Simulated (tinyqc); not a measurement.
Inside a calculation. Model: band bending at a free surface with a continuum of surface states, surface photovoltage and Kelvin probe.

tinyqc, about 0.01 s, one thread, Intel Xeon 2.30GHz (shared host): `OMP_NUM_THREADS=1 python tinyqc.py 2430048 2430049 out.jsonl` Printed values are rounded.

n-type bulk, xi = Ec - EF = Vt ln(Nc/Nd), p0 = ni^2/Nd, ni = sqrt(Nc Nv) exp(-Eg/(2 Vt)), Eg in volts. b is the upward band bending, u = b/Vt. Space charge per area, in units of q: Qc = sign(b) sqrt((2 eps0 eps_r Vt/q) [(Nd + dn)(exp(-u) - 1) + Nd u + (p0 + dn)(exp(u) - 1)]), with dn the excess density under light (flat quasi-Fermi levels; 0 in the dark). The states hold -Ds (E0 - xi - b): negative while the Fermi level lies above the neutrality level. Neutrality: Qc + Qf + (charge of the states) = 0.

Inputs (values chosen for the exercise); band and dielectric values those of a made-up semiconductor:
- T = 350 K (temperature)
- Eg = 3.41 eV (band gap)
- eps_r = 12.5 (relative permittivity)
- Nc = 2.55e19 cm^-3 (conduction-band density of states at T)
- Nv = 3.09e19 cm^-3 (valence-band density of states at T)
- chi = 3.57 eV (electron affinity)
- Nd = 6.2e16 cm^-3 (donor density)
- Qf = 0 cm^-2 (fixed positive charge at the surface)
- pt = 4.81 eV (work function of the probe tip)
- Ds = 1.2e12 cm^-2 eV^-1 (density of surface states)
- E0 = 0.61 eV (depth of their neutrality level below the conduction edge)
- dn = 2e15 cm^-3 (excess carrier density under light)

Constants: q = 1.602176634e-19 C, kB = 1.380649e-23 J/K, Vt = kB T/q, eps0 = 8.8541878128e-14 F/cm where lengths are in cm. Results are converted to the units shown.

## Bulk quantities

xi, ni, p0, the Debye length sqrt(eps0 eps_r Vt/(q Nd)) and the flat-band work function chi + xi.

xi = 0.1815461 eV
ni = 7.894596e-6 cm^-3
p0 = 1.005236e-27 cm^-3
Debye length = 18.33153 nm
chi + xi = 3.751546 eV

## Iteration 1: band bending in the dark

b at the start = 0.34 V

Newton step: b(new) = b - (Qc + Qf - Ds (E0 - xi - b))/(dQc/db + Ds), dQc/db = (eps0 eps_r/q) [Nd (1 - exp(-u)) + p0 exp(u)]/Qc.

b after iteration 1 = 0.1386413 V

## Iteration 2: band bending in the dark

As before.

b after iteration 2 = 0.1550636 V

## Course of the iteration

Stop when b changes by less than 1e-10 V, or after 40 iterations.

Course of the iteration:
```
iteration      b (V)  change (V)
1          0.1386413       0.201
2          0.1550636      0.0164
3          0.1553612     2.98e-4
4          0.1553613     8.70e-8
5          0.1553613     < 1e-13
```

Converged in 5 iterations.

## Work function and Kelvin-probe reading

converged b = 0.1553613 V

Work function chi + xi + b; contact potential difference CPD = (work function of the sample) - pt. Depth of EF below Ec at the surface: xi + b. Depletion width Qc/Nd.

xi + b = 0.3369074 eV
Qc = 3.277111e11 cm^-2
Qc/Nd = 52.85663 nm
work function = 3.906907 eV
CPD = -903.0926 mV

The Fermi level lies 273 meV above the neutrality level.

## Surface photovoltage

Under chopped light the surface charge keeps its dark value, so b falls to bL with Qc(bL, dn) = Qc(b, 0); the photovoltage is b - bL. Qc rises with b, so bL follows by bisection.

bL = 0.1140635 V
photovoltage = 41.29784 mV
share of b removed = 26.58180 %
excess holes at the surface, dn exp(bL/Vt) = 8.779544e16 cm^-3
